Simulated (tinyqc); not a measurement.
## Polarisation charge from two barrier thicknesses

Problem. VT = phiB - dEc - q sigma d/(eps0 eps_r). Find sigma, phiB - dEc and the thickness at which VT = 0.

Inputs (values chosen for the exercise):
- eps_r = 9 (relative permittivity of barrier and channel)

Constants: q = 1.602176634e-19 C, eps0 = 8.8541878128e-14 F/cm where lengths are in cm. Results are converted to the units shown.

VT for d = 20 and 30 nm (V): -2.5430576  -4.2338663

Answer. VT is linear in d.

sigma = 8.410e12 cm^-2
phiB - dEc = 0.8386 V
thickness for VT = 0 = 4.960 nm

Numbers from tinyqc (`OMP_NUM_THREADS=1 python tinyqc.py 2570145 2570146 out.jsonl`; about 0.04 s on one thread of a shared Intel Xeon 2.30GHz).
